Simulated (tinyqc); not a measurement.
Comparisons within one model: configuration-coordinate model of carrier capture at a defect. A value that a table varies takes the place of the one given here.

Two parabolas of equal curvature k in one coordinate Q: with the carrier free at the band edge, U_f = k Q^2/2; with the carrier trapped, U_t = k (Q - dQ)^2/2 - ET. ER = k dQ^2/2, Huang-Rhys factor S = ER/hw, hw = 0.0646541 sqrt(k/M) eV for k in eV/angstrom^2 and M in u. The curves cross at a height Eb = (ER - ET)^2/(4 ER) above the free minimum.

Multiphonon factor for giving p = ET/hw phonons to the lattice: W = exp(-S (2 nb + 1)) ((nb + 1)/nb)^(p/2) I_p(x), nb = 1/(exp(hw/kT) - 1), x = 2 S sqrt(nb (nb + 1)), I_p the modified Bessel function. Classical limit: W = hw exp(-Eb/kT)/sqrt(4 pi ER kT). At T = 0: exp(-S) S^p/Gamma(p + 1).

Constants: kB = 8.617333262e-05 eV/K.

Inputs chosen for the exercise (of the size met at a deep level in GaN; shifted at random, so the results belong to these values and not to a real crystal):

| symbol | value | unit | meaning |
|---|---|---|---|
| ET | 0.76 | eV | thermal depth of the level below the band edge |
| ER | 0.43 | eV | relaxation energy |
| hw | 0.049 | eV | phonon energy of the mode |
| T | 150 | K | temperature |

## Capture against temperature

The local activation energy is -d ln W/d(1/kT), by central differences with T changed by 1 %.

Against T:

| T (K) | kT/hw | log10 W | log10 W, classical | activation energy (eV) |
|---|---|---|---|---|
| 40 | 0.070 | -1.908 | -8.422 | 0.0000 |
| 60 | 0.106 | -1.908 | -5.851 | 0.0000 |
| 80 | 0.141 | -1.907 | -4.584 | 0.0001 |
| 120 | 0.211 | -1.898 | -3.342 | 0.0011 |
| 160 | 0.281 | -1.876 | -2.740 | 0.0036 |
| 220 | 0.387 | -1.825 | -2.265 | 0.0090 |
| 300 | 0.528 | -1.749 | -1.946 | 0.0166 |
| 400 | 0.703 | -1.665 | -1.743 | 0.0234 |
| 550 | 0.967 | -1.576 | -1.594 | 0.0277 |

log10 W at T = 0 = -1.908
Eb = 0.0633 eV

What does this show?

At 40 K log10 W is -1.91, against -1.91 at T = 0 and -8.4 classically; at 550 K the two forms differ by +0.02. The activation energy read from an Arrhenius plot goes from 0.000 eV at 40 K to 0.028 at 550 K, with its largest value 0.028 at 550 K, against Eb = 0.063 eV; the classical form itself gives Eb - kT/2. A measured slope therefore understates the barrier.

## Capture against depth of the level

ET is varied at fixed ER, hw and T, as by moving the band edge with alloying or pressure.

Against ET:

| ET/ER | ET (eV) | Eb (eV) | log10 W | log10 W, classical |
|---|---|---|---|---|
| 0.10 | 0.043 | 0.0871 | -2.763 | -3.657 |
| 0.25 | 0.107 | 0.0605 | -2.045 | -2.764 |
| 0.50 | 0.215 | 0.0269 | -1.303 | -1.635 |
| 0.75 | 0.323 | 0.0067 | -0.952 | -0.958 |
| 1.00 | 0.430 | 0.0000 | -0.884 | -0.732 |
| 1.25 | 0.537 | 0.0067 | -1.034 | -0.958 |
| 1.50 | 0.645 | 0.0269 | -1.364 | -1.635 |
| 2.00 | 0.860 | 0.1075 | -2.455 | -4.344 |
| 3.00 | 1.290 | 0.4300 | -5.935 | -15.179 |

What can be read from the table?

Capture is fastest at ET/ER = 1 among these rows, where the barrier vanishes or nearly so. The classical form is symmetric about ET = ER; the quantum one gives -1.30 at 0.5 and -1.36 at 1.5, against -1.63 for both. At ET = 3 ER it lies 9.2 decades above the classical value: deep levels capture by emitting many phonons, and the rate falls with depth by 8.1 decades per eV between the last two rows. Rows deeper than the gap of the host are formal.

## Phonon side bands at T = 0

Weights exp(-S) S^j/j! of the line with j phonons, S = ER/hw; absorption at ET + j hw, emission at ET - j hw (a dash if negative).

Lines:

| j | weight | absorption (eV) | emission (eV) |
|---|---|---|---|
| 0 | 0.00015 | 0.760 | 0.760 |
| 1 | 0.00136 | 0.809 | 0.711 |
| 2 | 0.00595 | 0.858 | 0.662 |
| 3 | 0.01740 | 0.907 | 0.613 |
| 4 | 0.03817 | 0.956 | 0.564 |
| 5 | 0.06699 | 1.005 | 0.515 |
| 6 | 0.09798 | 1.054 | 0.466 |
| 7 | 0.12283 | 1.103 | 0.417 |
| 8 | 0.13474 | 1.152 | 0.368 |
| 9 | 0.13138 | 1.201 | 0.319 |
| 10 | 0.11529 | 1.250 | 0.270 |
| 11 | 0.09198 | 1.299 | 0.221 |
| 12 | 0.06726 | 1.348 | 0.172 |
| 13 | 0.04541 | 1.397 | 0.123 |

What does this show?

The zero-phonon line holds 0.0154 % of the band and the largest weight falls on j = 8, next to S = 8.78; the lines listed add to 0.9369.

## What each parameter does

Eb, log10 W and the full width 2.35482 sqrt(ER hw coth(hw/2kT)). Each row changes one parameter from the base and keeps the others.

Results:

| case | Eb (eV) | log10 W | full width (eV) |
|---|---|---|---|
| base | 0.0633 | -1.883 | 0.3496 |
| ET = 0.8 eV | 0.0796 | -2.099 | 0.3496 |
| ER = 0.48 eV | 0.0408 | -1.594 | 0.3694 |
| hw = 0.0588 eV | 0.0633 | -1.707 | 0.3784 |
| T = 180 K | 0.0633 | -1.861 | 0.3567 |

How do the results move?

The largest shifts from the base row, up to three for each result and ties (the steps differ in size, so this ranks the rows, not the parameters). Eb (eV): ER -0.0225, ET +0.0163; unchanged at the printed digits by hw and T. log10 W: ER +0.289, ET -0.216, hw +0.175. full width (eV): hw +0.0288, ER +0.0198, T +0.0070; unchanged at the printed digits by ET.

(tinyqc, `OMP_NUM_THREADS=1 python tinyqc.py 1452873 1452874 out.jsonl`, Intel(R) Xeon(R) Processor @ 2.30GHz, 1 thread, shared host, about 0.01 s.)
